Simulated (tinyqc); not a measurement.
Length of a polyene: Hueckel, PPP and singles CI along the polyenes. Computed by the program tinyqc. 

All-trans chains of carbon centres 1.40 angstrom apart:
```
parameter                               value
beta (eV), times 1 +/- alternation  -2.600000
alternation                          0.100000
W (eV)                              11.160000
gamma_rr (eV)                        9.940000
repulsion formula                        Ohno
```

Hueckel uses the same beta without repulsion; CIS keeps all single excitations and so misses the low, doubly excited 2Ag state. W is the valence ionisation energy of a centre, MN the Mataga-Nishimoto formula, f the oscillator strength.

Gaps and excitations (eV):
```
centres  Hueckel gap  PPP orbital gap  bright singlet (CIS)      f  lowest triplet (CIS)
2              5.720           12.868                 7.116  0.610                 4.324
4              3.840           10.275                 5.592  1.118                 3.177
6              2.981            8.983                 4.732  1.558                 2.633
8              2.496            8.226                 4.192  1.953                 2.343
10             2.187            7.738                 3.828  2.316                 2.173
12             1.974            7.404                 3.571  2.658                 2.066
```

The Hueckel gap tends to 4 x alternation x |beta| = 1.04 eV for long chains. Exchange opens the PPP orbital gap, and the attraction of electron and hole brings the bright state 3.83 eV below it at 12 centres; the triplet lies 1.51 eV lower still.
